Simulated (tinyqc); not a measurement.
Inside a calculation (part 1 of 3). Method: ROHF in the 6-31g basis, for H4, spin multiplicity 3. Computed by tinyqc, a small Python program that keeps every step (integrals from PySCF). Settings: charge = 0, multiplicity = 3, basis = 6-31g, energy threshold = 1e-09, iteration cap = 58, orthogonalisation = symmetric, start = Wolfsberg-Helmholz matrix, DIIS depth = 0, method = ROHF. Command: `OMP_NUM_THREADS=1 python tinyqc.py 29759 29760 out.jsonl` (the two numbers bound the seeds that draw the settings). One thread of a shared host (Intel(R) Xeon(R) Processor @ 2.60GHz), about 0.06 s of CPU time with the checks. Later iterations appear only in the table of the cycle.

## One-electron integrals

Geometry (angstrom):
```
atom         x         y         z
H     0.000000  0.000000  0.000000
H     0.000000  0.000000  0.935000
H     0.000000  1.736000  0.000000
H     0.000000  1.736000  0.935000
```

Basis 6-31g: exponents (1/bohr^2) and contraction coefficients of normalised primitives:
```
element  l (shell)   exponent  coefficient
H            s (1)  18.731137     0.033495
H            s (1)   2.825394     0.234727
H            s (1)   0.640122     0.813757
H            s (2)   0.161278     1.000000
```

Overlap, kinetic and nuclear-attraction integrals over the contracted functions; the nuclear repulsion is the sum of Za Zb / Rab.

nuclear repulsion = 2.27833147 hartree

overlap S, order 1H 1s, 1H 2s, 2H 1s, 2H 2s, 3H 1s, 3H 2s, 4H 1s, 4H 2s:
$$\begin{pmatrix}
1.000000 & 0.658292 & 0.297381 & 0.436737 & 0.022102 & 0.160348 & 0.007971 & 0.106562 \\
0.658292 & 1.000000 & 0.436737 & 0.777441 & 0.160348 & 0.419856 & 0.106562 & 0.326413 \\
0.297381 & 0.436737 & 1.000000 & 0.658292 & 0.007971 & 0.106562 & 0.022102 & 0.160348 \\
0.436737 & 0.777441 & 0.658292 & 1.000000 & 0.106562 & 0.326413 & 0.160348 & 0.419856 \\
0.022102 & 0.160348 & 0.007971 & 0.106562 & 1.000000 & 0.658292 & 0.297381 & 0.436737 \\
0.160348 & 0.419856 & 0.106562 & 0.326413 & 0.658292 & 1.000000 & 0.436737 & 0.777441 \\
0.007971 & 0.106562 & 0.022102 & 0.160348 & 0.297381 & 0.436737 & 1.000000 & 0.658292 \\
0.106562 & 0.326413 & 0.160348 & 0.419856 & 0.436737 & 0.777441 & 0.658292 & 1.000000
\end{pmatrix}$$

kinetic energy T (hartree), order 1H 1s, 1H 2s, 2H 1s, 2H 2s, 3H 1s, 3H 2s, 4H 1s, 4H 2s:
$$\begin{pmatrix}
1.395678 & 0.259735 & 0.064714 & 0.124898 & -0.030488 & 0.003644 & -0.015800 & -0.008948 \\
0.259735 & 0.241917 & 0.124898 & 0.156511 & 0.003644 & 0.042805 & -0.008948 & 0.020026 \\
0.064714 & 0.124898 & 1.395678 & 0.259735 & -0.015800 & -0.008948 & -0.030488 & 0.003644 \\
0.124898 & 0.156511 & 0.259735 & 0.241917 & -0.008948 & 0.020026 & 0.003644 & 0.042805 \\
-0.030488 & 0.003644 & -0.015800 & -0.008948 & 1.395678 & 0.259735 & 0.064714 & 0.124898 \\
0.003644 & 0.042805 & -0.008948 & 0.020026 & 0.259735 & 0.241917 & 0.124898 & 0.156511 \\
-0.015800 & -0.008948 & -0.030488 & 0.003644 & 0.064714 & 0.124898 & 1.395678 & 0.259735 \\
-0.008948 & 0.020026 & 0.003644 & 0.042805 & 0.124898 & 0.156511 & 0.259735 & 0.241917
\end{pmatrix}$$

nuclear attraction V (hartree), order 1H 1s, 1H 2s, 2H 1s, 2H 2s, 3H 1s, 3H 2s, 4H 1s, 4H 2s:
$$\begin{pmatrix}
-2.790637 & -1.483844 & -0.781702 & -1.013517 & -0.045723 & -0.355114 & -0.017174 & -0.243169 \\
-1.483844 & -1.688501 & -1.013517 & -1.373538 & -0.355114 & -0.745750 & -0.243169 & -0.606514 \\
-0.781702 & -1.013517 & -2.790637 & -1.483844 & -0.017174 & -0.243169 & -0.045723 & -0.355114 \\
-1.013517 & -1.373538 & -1.483844 & -1.688501 & -0.243169 & -0.606514 & -0.355114 & -0.745750 \\
-0.045723 & -0.355114 & -0.017174 & -0.243169 & -2.790637 & -1.483844 & -0.781702 & -1.013517 \\
-0.355114 & -0.745750 & -0.243169 & -0.606514 & -1.483844 & -1.688501 & -1.013517 & -1.373538 \\
-0.017174 & -0.243169 & -0.045723 & -0.355114 & -0.781702 & -1.013517 & -2.790637 & -1.483844 \\
-0.243169 & -0.606514 & -0.355114 & -0.745750 & -1.013517 & -1.373538 & -1.483844 & -1.688501
\end{pmatrix}$$

core Hamiltonian H = T + V (hartree), order 1H 1s, 1H 2s, 2H 1s, 2H 2s, 3H 1s, 3H 2s, 4H 1s, 4H 2s:
$$\begin{pmatrix}
-1.394958 & -1.224109 & -0.716988 & -0.888619 & -0.076211 & -0.351470 & -0.032975 & -0.252117 \\
-1.224109 & -1.446584 & -0.888619 & -1.217028 & -0.351470 & -0.702945 & -0.252117 & -0.586488 \\
-0.716988 & -0.888619 & -1.394958 & -1.224109 & -0.032975 & -0.252117 & -0.076211 & -0.351470 \\
-0.888619 & -1.217028 & -1.224109 & -1.446584 & -0.252117 & -0.586488 & -0.351470 & -0.702945 \\
-0.076211 & -0.351470 & -0.032975 & -0.252117 & -1.394958 & -1.224109 & -0.716988 & -0.888619 \\
-0.351470 & -0.702945 & -0.252117 & -0.586488 & -1.224109 & -1.446584 & -0.888619 & -1.217028 \\
-0.032975 & -0.252117 & -0.076211 & -0.351470 & -0.716988 & -0.888619 & -1.394958 & -1.224109 \\
-0.252117 & -0.586488 & -0.351470 & -0.702945 & -0.888619 & -1.217028 & -1.224109 & -1.446584
\end{pmatrix}$$

## Two-electron integrals

Functions are numbered as in S; the eight-fold symmetry (ij|kl) = (ji|kl) = (kl|ij) leaves the list below.

Two-electron integrals (ij|kl) in chemists' order, unique and non-zero (hartree):
```
(11|11) 1.076566   (21|11) 0.578470   (21|21) 0.329423   (22|11) 0.587396
(22|21) 0.361304   (22|22) 0.453150   (31|11) 0.247488   (31|21) 0.143371
(31|22) 0.160689   (31|31) 0.083065   (32|11) 0.264647   (32|21) 0.163706
(32|22) 0.205106   (32|31) 0.102004   (32|32) 0.143904   (33|11) 0.550997
(33|21) 0.350034   (33|22) 0.456277   (33|31) 0.247488   (33|32) 0.374836
(33|33) 1.076566   (41|11) 0.374836   (41|21) 0.214623   (41|22) 0.237429
(41|31) 0.102004   (41|32) 0.119630   (41|33) 0.264647   (41|41) 0.143904
(42|11) 0.426316   (42|21) 0.264451   (42|22) 0.338058   (42|31) 0.133346
(42|32) 0.181482   (42|33) 0.426316   (42|41) 0.181482   (42|42) 0.273891
(43|11) 0.350034   (43|21) 0.221014   (43|22) 0.288840   (43|31) 0.143371
(43|32) 0.214623   (43|33) 0.578470   (43|41) 0.163706   (43|42) 0.264451
(43|43) 0.329423   (44|11) 0.456277   (44|21) 0.288840   (44|22) 0.387332
(44|31) 0.160689   (44|32) 0.237429   (44|33) 0.587396   (44|41) 0.205106
(44|42) 0.338058   (44|43) 0.361304   (44|44) 0.453150   (51|11) 0.012945
(51|21) 0.008078   (51|22) 0.010265   (51|31) 0.003427   (51|32) 0.004305
(51|33) 0.009135   (51|41) 0.005286   (51|42) 0.007559   (51|43) 0.005949
(51|44) 0.008403   (51|51) 0.000437   (52|11) 0.059947   (52|21) 0.039087
(52|22) 0.056046   (52|31) 0.016897   (52|32) 0.023009   (52|33) 0.050155
(52|41) 0.025745   (52|42) 0.041961   (52|43) 0.032927   (52|44) 0.048704
(52|51) 0.002415   (52|52) 0.019098   (53|11) 0.004160   (53|21) 0.002649
(53|22) 0.003501   (53|31) 0.001355   (53|32) 0.001855   (53|33) 0.004195
(53|41) 0.001848   (53|42) 0.002875   (53|43) 0.002663   (53|44) 0.003506
(53|51) 0.000135   (53|52) 0.000781   (53|53) 0.000057   (54|11) 0.039555
(54|21) 0.025802   (54|22) 0.037053   (54|31) 0.011577   (54|32) 0.016031
(54|33) 0.035262   (54|41) 0.017234   (54|42) 0.028549   (54|43) 0.023112
(54|44) 0.033890   (54|51) 0.001578   (54|52) 0.012472   (54|53) 0.000553
(54|54) 0.008390   (55|11) 0.304797   (55|21) 0.200522   (55|22) 0.299919
(55|31) 0.087354   (55|32) 0.121872   (55|33) 0.268372   (55|41) 0.132341
(55|42) 0.225924   (55|43) 0.176646   (55|44) 0.266681   (55|51) 0.012945
(55|52) 0.130049   (55|53) 0.004195   (55|54) 0.084493   (55|55) 1.076566
(61|11) 0.130049   (61|21) 0.075420   (61|22) 0.085160   (61|31) 0.032716
(61|32) 0.038118   (61|33) 0.081480   (61|41) 0.049189   (61|42) 0.062442
(61|43) 0.051735   (61|44) 0.068526   (61|51) 0.002415   (61|52) 0.011785
(61|53) 0.000778   (61|54) 0.007759   (61|55) 0.059947   (61|61) 0.019098
(62|11) 0.197697   (62|21) 0.124748   (62|22) 0.165980   (62|31) 0.055053
(62|32) 0.072668   (62|33) 0.160829   (62|41) 0.082114   (62|42) 0.124393
(62|43) 0.103416   (62|44) 0.144383   (62|51) 0.005307   (62|52) 0.033910
(62|53) 0.001793   (62|54) 0.022347   (62|55) 0.197697   (62|61) 0.033910
(62|62) 0.079881   (63|11) 0.061291   (63|21) 0.038224   (63|22) 0.048701
(63|31) 0.023239   (63|32) 0.033026   (63|33) 0.084493   (63|41) 0.027798
(63|42) 0.042905   (63|43) 0.049245   (63|44) 0.056059   (63|51) 0.001233
(63|52) 0.006694   (63|53) 0.000553   (63|54) 0.004734   (63|55) 0.035262
(63|61) 0.009653   (63|62) 0.019573   (63|63) 0.008390   (64|11) 0.145296
(64|21) 0.092203   (64|22) 0.124393   (64|31) 0.045166   (64|32) 0.062957
(64|33) 0.145296   (64|41) 0.062957   (64|42) 0.100321   (64|43) 0.092203
(64|44) 0.124393   (64|51) 0.003865   (64|52) 0.024936   (64|53) 0.001488
(64|54) 0.017132   (64|55) 0.145296   (64|61) 0.024936   (64|62) 0.059592
(64|63) 0.017132   (64|64) 0.048281   (65|11) 0.200522   (65|21) 0.131745
(65|22) 0.195743   (65|31) 0.057476   (65|32) 0.080157   (65|33) 0.176646
(65|41) 0.086956   (65|42) 0.147642   (65|43) 0.116221   (65|44) 0.174778
(65|51) 0.008078   (65|52) 0.075420   (65|53) 0.002663   (65|54) 0.049245
(65|55) 0.578470   (65|61) 0.039087   (65|62) 0.124748   (65|63) 0.023112
(65|64) 0.092203   (65|65) 0.329423   (66|11) 0.299919   (66|21) 0.195743
(66|22) 0.285792   (66|31) 0.086167   (66|32) 0.120152   (66|33) 0.266681
(66|41) 0.129272   (66|42) 0.216552   (66|43) 0.174778   (66|44) 0.259163
(66|51) 0.010265   (66|52) 0.085160   (66|53) 0.003506   (66|54) 0.056059
(66|55) 0.587396   (66|61) 0.056046   (66|62) 0.165980   (66|63) 0.033890
(66|64) 0.124393   (66|65) 0.361304   (66|66) 0.453150   (71|11) 0.004195
(71|21) 0.002663   (71|22) 0.003506   (71|31) 0.001355   (71|32) 0.001848
(71|33) 0.004160   (71|41) 0.001855   (71|42) 0.002875   (71|43) 0.002649
(71|44) 0.003501   (71|51) 0.000135   (71|52) 0.000778   (71|53) 0.000057
(71|54) 0.000552   (71|55) 0.004160   (71|61) 0.000781   (71|62) 0.001793
(71|63) 0.000552   (71|64) 0.001488   (71|65) 0.002649   (71|66) 0.003501
(71|71) 0.000057   (72|11) 0.035262   (72|21) 0.023112   (72|22) 0.033890
(72|31) 0.011577   (72|32) 0.017234   (72|33) 0.039555   (72|41) 0.016031
(72|42) 0.028549   (72|43) 0.025802   (72|44) 0.037053   (72|51) 0.001233
(72|52) 0.009653   (72|53) 0.000552   (72|54) 0.007067   (72|55) 0.061291
(72|61) 0.006694   (72|62) 0.019573   (72|63) 0.005210   (72|64) 0.017132
(72|65) 0.038224   (72|66) 0.048701   (72|71) 0.000553   (72|72) 0.008390
(73|11) 0.009135   (73|21) 0.005949   (73|22) 0.008403   (73|31) 0.003427
(73|32) 0.005286   (73|33) 0.012945   (73|41) 0.004305   (73|42) 0.007559
(73|43) 0.008078   (73|44) 0.010265   (73|51) 0.000262   (73|52) 0.001661
(73|53) 0.000135   (73|54) 0.001233   (73|55) 0.009135   (73|61) 0.001661
(73|62) 0.004169   (73|63) 0.001578   (73|64) 0.003865   (73|65) 0.005949
(73|66) 0.008403   (73|71) 0.000135   (73|72) 0.001578   (73|73) 0.000437
(74|11) 0.050155   (74|21) 0.032927   (74|22) 0.048704   (74|31) 0.016897
(74|32) 0.025745   (74|33) 0.059947   (74|41) 0.023009   (74|42) 0.041961
(74|43) 0.039087   (74|44) 0.056046   (74|51) 0.001661   (74|52) 0.013005
(74|53) 0.000778   (74|54) 0.009653   (74|55) 0.081480   (74|61) 0.009378
(74|62) 0.027578   (74|63) 0.007759   (74|64) 0.024936   (74|65) 0.051735
(74|66) 0.068526   (74|71) 0.000781   (74|72) 0.012472   (74|73) 0.002415
(74|74) 0.019098   (75|11) 0.087354   (75|21) 0.057476   (75|22) 0.086167
(75|31) 0.026815   (75|32) 0.038905   (75|33) 0.087354   (75|41) 0.038905
(75|42) 0.069090   (75|43) 0.057476   (75|44) 0.086167   (75|51) 0.003427
(75|52) 0.032716   (75|53) 0.001355   (75|54) 0.023239   (75|55) 0.247488
(75|61) 0.016897   (75|62) 0.055053   (75|63) 0.011577   (75|64) 0.045166
(75|65) 0.143371   (75|66) 0.160689   (75|71) 0.001355   (75|72) 0.023239
(75|73) 0.003427   (75|74) 0.032716   (75|75) 0.083065   (76|11) 0.121872
(76|21) 0.080157   (76|22) 0.120152   (76|31) 0.038905   (76|32) 0.057950
(76|33) 0.132341   (76|41) 0.054960   (76|42) 0.099700   (76|43) 0.086956
(76|44) 0.129272   (76|51) 0.004305   (76|52) 0.038118   (76|53) 0.001848
(76|54) 0.027798   (76|55) 0.264647   (76|61) 0.023009   (76|62) 0.072668
(76|63) 0.017234   (76|64) 0.062957   (76|65) 0.163706   (76|66) 0.205106
(76|71) 0.001855   (76|72) 0.033026   (76|73) 0.005286   (76|74) 0.049189
(76|75) 0.102004   (76|76) 0.143904   (77|11) 0.268372   (77|21) 0.176646
(77|22) 0.266681   (77|31) 0.087354   (77|32) 0.132341   (77|33) 0.304797
(77|41) 0.121872   (77|42) 0.225924   (77|43) 0.200522   (77|44) 0.299919
(77|51) 0.009135   (77|52) 0.081480   (77|53) 0.004160   (77|54) 0.061291
(77|55) 0.550997   (77|61) 0.050155   (77|62) 0.160829   (77|63) 0.039555
(77|64) 0.145296   (77|65) 0.350034   (77|66) 0.456277   (77|71) 0.004195
(77|72) 0.084493   (77|73) 0.012945   (77|74) 0.130049   (77|75) 0.247488
(77|76) 0.374836   (77|77) 1.076566   (81|11) 0.084493   (81|21) 0.049245
(81|22) 0.056059   (81|31) 0.023239   (81|32) 0.027798   (81|33) 0.061291
(81|41) 0.033026   (81|42) 0.042905   (81|43) 0.038224   (81|44) 0.048701
(81|51) 0.001578   (81|52) 0.007759   (81|53) 0.000552   (81|54) 0.005210
(81|55) 0.039555   (81|61) 0.012472   (81|62) 0.022347   (81|63) 0.007067
(81|64) 0.017132   (81|65) 0.025802   (81|66) 0.037053   (81|71) 0.000553
(81|72) 0.004734   (81|73) 0.001233   (81|74) 0.006694   (81|75) 0.011577
(81|76) 0.016031   (81|77) 0.035262   (81|81) 0.008390   (82|11) 0.145296
(82|21) 0.092203   (82|22) 0.124393   (82|31) 0.045166   (82|32) 0.062957
(82|33) 0.145296   (82|41) 0.062957   (82|42) 0.100321   (82|43) 0.092203
(82|44) 0.124393   (82|51) 0.003865   (82|52) 0.024936   (82|53) 0.001488
(82|54) 0.017132   (82|55) 0.145296   (82|61) 0.024936   (82|62) 0.059592
(82|63) 0.017132   (82|64) 0.048281   (82|65) 0.092203   (82|66) 0.124393
(82|71) 0.001488   (82|72) 0.017132   (82|73) 0.003865   (82|74) 0.024936
(82|75) 0.045166   (82|76) 0.062957   (82|77) 0.145296   (82|81) 0.017132
(82|82) 0.048281   (83|11) 0.081480   (83|21) 0.051735   (83|22) 0.068526
(83|31) 0.032716   (83|32) 0.049189   (83|33) 0.130049   (83|41) 0.038118
(83|42) 0.062442   (83|43) 0.075420   (83|44) 0.085160   (83|51) 0.001661
(83|52) 0.009378   (83|53) 0.000781   (83|54) 0.006694   (83|55) 0.050155
(83|61) 0.013005   (83|62) 0.027578   (83|63) 0.012472   (83|64) 0.024936
(83|65) 0.032927   (83|66) 0.048704   (83|71) 0.000778   (83|72) 0.007759
(83|73) 0.002415   (83|74) 0.011785   (83|75) 0.016897   (83|76) 0.025745
(83|77) 0.059947   (83|81) 0.009653   (83|82) 0.024936   (83|83) 0.019098
(84|11) 0.160829   (84|21) 0.103416   (84|22) 0.144383   (84|31) 0.055053
(84|32) 0.082114   (84|33) 0.197697   (84|41) 0.072668   (84|42) 0.124393
(84|43) 0.124748   (84|44) 0.165980   (84|51) 0.004169   (84|52) 0.027578
(84|53) 0.001793   (84|54) 0.019573   (84|55) 0.160829   (84|61) 0.027578
(84|62) 0.068278   (84|63) 0.022347   (84|64) 0.059592   (84|65) 0.103416
(84|66) 0.144383   (84|71) 0.001793   (84|72) 0.022347   (84|73) 0.005307
(84|74) 0.033910   (84|75) 0.055053   (84|76) 0.082114   (84|77) 0.197697
(84|81) 0.019573   (84|82) 0.059592   (84|83) 0.033910   (84|84) 0.079881
(85|11) 0.132341   (85|21) 0.086956   (85|22) 0.129272   (85|31) 0.038905
(85|32) 0.054960   (85|33) 0.121872   (85|41) 0.057950   (85|42) 0.099700
(85|43) 0.080157   (85|44) 0.120152   (85|51) 0.005286   (85|52) 0.049189
(85|53) 0.001855   (85|54) 0.033026   (85|55) 0.374836   (85|61) 0.025745
(85|62) 0.082114   (85|63) 0.016031   (85|64) 0.062957   (85|65) 0.214623
(85|66) 0.237429   (85|71) 0.001848   (85|72) 0.027798   (85|73) 0.004305
(85|74) 0.038118   (85|75) 0.102004   (85|76) 0.119630   (85|77) 0.264647
(85|81) 0.017234   (85|82) 0.062957   (85|83) 0.023009   (85|84) 0.072668
(85|85) 0.143904   (86|11) 0.225924   (86|21) 0.147642   (86|22) 0.216552
(86|31) 0.069090   (86|32) 0.099700   (86|33) 0.225924   (86|41) 0.099700
(86|42) 0.172737   (86|43) 0.147642   (86|44) 0.216552   (86|51) 0.007559
(86|52) 0.062442   (86|53) 0.002875   (86|54) 0.042905   (86|55) 0.426316
(86|61) 0.041961   (86|62) 0.124393   (86|63) 0.028549   (86|64) 0.100321
(86|65) 0.264451   (86|66) 0.338058   (86|71) 0.002875   (86|72) 0.042905
(86|73) 0.007559   (86|74) 0.062442   (86|75) 0.133346   (86|76) 0.181482
(86|77) 0.426316   (86|81) 0.028549   (86|82) 0.100321   (86|83) 0.041961
(86|84) 0.124393   (86|85) 0.181482   (86|86) 0.273891   (87|11) 0.176646
(87|21) 0.116221   (87|22) 0.174778   (87|31) 0.057476   (87|32) 0.086956
(87|33) 0.200522   (87|41) 0.080157   (87|42) 0.147642   (87|43) 0.131745
(87|44) 0.195743   (87|51) 0.005949   (87|52) 0.051735   (87|53) 0.002649
(87|54) 0.038224   (87|55) 0.350034   (87|61) 0.032927   (87|62) 0.103416
(87|63) 0.025802   (87|64) 0.092203   (87|65) 0.221014   (87|66) 0.288840
(87|71) 0.002663   (87|72) 0.049245   (87|73) 0.008078   (87|74) 0.075420
(87|75) 0.143371   (87|76) 0.214623   (87|77) 0.578470   (87|81) 0.023112
(87|82) 0.092203   (87|83) 0.039087   (87|84) 0.124748   (87|85) 0.163706
(87|86) 0.264451   (87|87) 0.329423   (88|11) 0.266681   (88|21) 0.174778
(88|22) 0.259163   (88|31) 0.086167   (88|32) 0.129272   (88|33) 0.299919
(88|41) 0.120152   (88|42) 0.216552   (88|43) 0.195743   (88|44) 0.285792
(88|51) 0.008403   (88|52) 0.068526   (88|53) 0.003501   (88|54) 0.048701
(88|55) 0.456277   (88|61) 0.048704   (88|62) 0.144383   (88|63) 0.037053
(88|64) 0.124393   (88|65) 0.288840   (88|66) 0.387332   (88|71) 0.003506
(88|72) 0.056059   (88|73) 0.010265   (88|74) 0.085160   (88|75) 0.160689
(88|76) 0.237429   (88|77) 0.587396   (88|81) 0.033890   (88|82) 0.124393
(88|83) 0.056046   (88|84) 0.165980   (88|85) 0.205106   (88|86) 0.338058
(88|87) 0.361304   (88|88) 0.453150
```

## Orthogonalisation

S = U s U^T; symmetric (Loewdin) form X = U s^(-1/2) U^T, so that X^T S X = 1.

eigenvalues of S: [0.082657, 0.175844, 0.312746, 0.438089, 0.734947, 0.856909, 1.985734, 3.413074]

X, order 1H 1s, 1H 2s, 2H 1s, 2H 2s, 3H 1s, 3H 2s, 4H 1s, 4H 2s:
$$\begin{pmatrix}
1.268404 & -0.524916 & -0.071515 & 0.036059 & 0.016451 & 0.039307 & 0.007655 & 0.005691 \\
-0.524916 & 1.896500 & 0.036059 & -0.818429 & 0.039307 & -0.422799 & 0.005691 & 0.175860 \\
-0.071515 & 0.036059 & 1.268404 & -0.524916 & 0.007655 & 0.005691 & 0.016451 & 0.039307 \\
0.036059 & -0.818429 & -0.524916 & 1.896500 & 0.005691 & 0.175860 & 0.039307 & -0.422799 \\
0.016451 & 0.039307 & 0.007655 & 0.005691 & 1.268404 & -0.524916 & -0.071515 & 0.036059 \\
0.039307 & -0.422799 & 0.005691 & 0.175860 & -0.524916 & 1.896500 & 0.036059 & -0.818429 \\
0.007655 & 0.005691 & 0.016451 & 0.039307 & -0.071515 & 0.036059 & 1.268404 & -0.524916 \\
0.005691 & 0.175860 & 0.039307 & -0.422799 & 0.036059 & -0.818429 & -0.524916 & 1.896500
\end{pmatrix}$$

## Starting guess

The start is the generalised Wolfsberg-Helmholz matrix (K = 1.75) built on H; D(s) = C_occ C_occ^T for each spin.

D(alpha) at the start, order 1H 1s, 1H 2s, 2H 1s, 2H 2s, 3H 1s, 3H 2s, 4H 1s, 4H 2s:
$$\begin{pmatrix}
0.315909 & 0.212877 & -0.145728 & -0.024307 & 0.181084 & 0.087149 & -0.280553 & -0.150035 \\
0.212877 & 0.175402 & -0.024307 & 0.053540 & 0.087149 & 0.058158 & -0.150035 & -0.063704 \\
-0.145728 & -0.024307 & 0.315909 & 0.212877 & -0.280553 & -0.150035 & 0.181084 & 0.087149 \\
-0.024307 & 0.053540 & 0.212877 & 0.175402 & -0.150035 & -0.063704 & 0.087149 & 0.058158 \\
0.181084 & 0.087149 & -0.280553 & -0.150035 & 0.315909 & 0.212877 & -0.145728 & -0.024307 \\
0.087149 & 0.058158 & -0.150035 & -0.063704 & 0.212877 & 0.175402 & -0.024307 & 0.053540 \\
-0.280553 & -0.150035 & 0.181084 & 0.087149 & -0.145728 & -0.024307 & 0.315909 & 0.212877 \\
-0.150035 & -0.063704 & 0.087149 & 0.058158 & -0.024307 & 0.053540 & 0.212877 & 0.175402
\end{pmatrix}$$

D(beta) at the start, order 1H 1s, 1H 2s, 2H 1s, 2H 2s, 3H 1s, 3H 2s, 4H 1s, 4H 2s:
$$\begin{pmatrix}
0.017678 & 0.031421 & 0.017678 & 0.031421 & 0.017678 & 0.031421 & 0.017678 & 0.031421 \\
0.031421 & 0.055849 & 0.031421 & 0.055849 & 0.031421 & 0.055849 & 0.031421 & 0.055849 \\
0.017678 & 0.031421 & 0.017678 & 0.031421 & 0.017678 & 0.031421 & 0.017678 & 0.031421 \\
0.031421 & 0.055849 & 0.031421 & 0.055849 & 0.031421 & 0.055849 & 0.031421 & 0.055849 \\
0.017678 & 0.031421 & 0.017678 & 0.031421 & 0.017678 & 0.031421 & 0.017678 & 0.031421 \\
0.031421 & 0.055849 & 0.031421 & 0.055849 & 0.031421 & 0.055849 & 0.031421 & 0.055849 \\
0.017678 & 0.031421 & 0.017678 & 0.031421 & 0.017678 & 0.031421 & 0.017678 & 0.031421 \\
0.031421 & 0.055849 & 0.031421 & 0.055849 & 0.031421 & 0.055849 & 0.031421 & 0.055849
\end{pmatrix}$$
